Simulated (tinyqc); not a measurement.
## Screening length from the swing

Inverse problem. In a simple model of a Schottky-barrier transistor a barrier thinner than d = 4.6 nm is transparent, so the effective barrier is pn - psi (1 - exp(-d/lam)) and the swing beyond flat band is Vt ln 10/(1 - exp(-d/lam)). Find the thermionic swing, lam, and the effective barrier at psi = 0.2 V.

Parameters, values chosen for the exercise: temperature T = 300 K; barrier for electrons at both contacts pn = 0.28 eV.

Constants: q = 1.602176634e-19 C, kB = 1.380649e-23 J/K, Vt = kB T/q. Results are converted to the units shown.

swing in the tunnelling range = 94.169425 mV/decade

Answer. The ratio of the two swings is 1 - exp(-d/lam).

Vt ln 10 = 59.53 mV/decade
lam = 4.600 nm
effective barrier = 0.1536 eV

Program tinyqc, `OMP_NUM_THREADS=1 python tinyqc.py 2390006 2390007 out.jsonl`; Intel Xeon 2.30GHz, shared host, one thread, about 0.3 s.
